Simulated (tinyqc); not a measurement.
Choice of the surrounding dielectric: dielectric confinement in a thin film (image charges).

A film |z| < t/2 of dielectric constant eps between half-spaces of dielectric constant e2; lam = (eps - e2)/(eps + e2), q = e^2/(4 pi eps0). The self-energy of a band edge is taken with the high-frequency value, e2 = eh, and the field of a fixed ion with the static one, e2 = eo. A charge at z has images lam^|n| at n t + (-1)^n z. Its self-energy is S(z) = (q/2 eps) sum over n >= 1 of lam^n [1/(n t - 2z) + 1/(n t + 2z)] for odd n and 2 lam^n/(n t) for even n; at the centre S(0) = -(q/(eps t)) ln(1 - lam).

Donor at the centre, lam from the static eo, trial function cos(pi z/t) exp(-rho/l): E(l) = c/(m l^2) - (q/eps) times the integral over k of F(k t) (1 + (k l/2)^2)^(-3/2), with F(x) = F0 + 2 lam exp(-x) G/(1 - lam exp(-x)), F0 = 2[(1 - exp(-x/2))/x + x (1 + exp(-x/2))/(x^2 + 4 pi^2)], G = 2 sinh(x/2)[1/x - x/(x^2 + 4 pi^2)]; c = hbar^2/2m0. The binding energy is -E at the minimum, counted from the subband edge with its self-energy.

Constants: e^2/(4 pi eps0) = 14.39964547 eV angstrom; hbar^2/2m0 = 3.80998211 eV angstrom^2; Ry = 13.60569312 eV.

Parameters, chosen for this exercise (out of a larger set: near those of a Ge film in vacuum; not measured data):
- t = 36 angstrom (film thickness)
- eps = 16 (dielectric constant of the film)
- m = 0.152 m0 (mass in the plane)

The same film between different dielectrics; in this table one value e2 serves for both eo and eh.

Cases:
```
case
e2 = 1
e2 = 2.5
e2 = 3.9
e2 = 7.5
e2 = 16
e2 = 25
e2 = 80
```

Rank the cases by binding (meV), lowest first.

Answer: e2 = 80, e2 = 25, e2 = 16, e2 = 7.5, e2 = 3.9, e2 = 2.5, e2 = 1.

Results:
```
case         lam  <S> (meV)  binding (meV)  l (angstrom)
e2 = 1     0.882       58.4          114.4          30.8
e2 = 2.5   0.730       36.8           75.5          32.2
e2 = 3.9   0.608       26.8           59.0          33.3
e2 = 7.5   0.362       13.2           38.5          35.8
e2 = 16    0.000        0.0           21.3          40.3
e2 = 25   -0.220       -6.2           14.5          43.8
e2 = 80   -0.667      -16.5            5.1          55.2
```

The binding spans a factor 22.3, from 114 meV in vacuum to 5.1 meV for e2 = 80; going from 3.9 to 25 changes it by -44.5 meV and the band edge by -32.9 meV, so the binding responds 1.35 times as much as the edge (for an orbit much smaller than t the binding would change by twice the change of S(0), -56.8 meV; here l/t = 0.93 for e2 = 3.9).

Run: tinyqc, `OMP_NUM_THREADS=1 python tinyqc.py 1281426 1281427 out.jsonl`; Intel(R) Xeon(R) Processor @ 2.30GHz, one thread, shared host; about 0.1 s of CPU time with all checks.
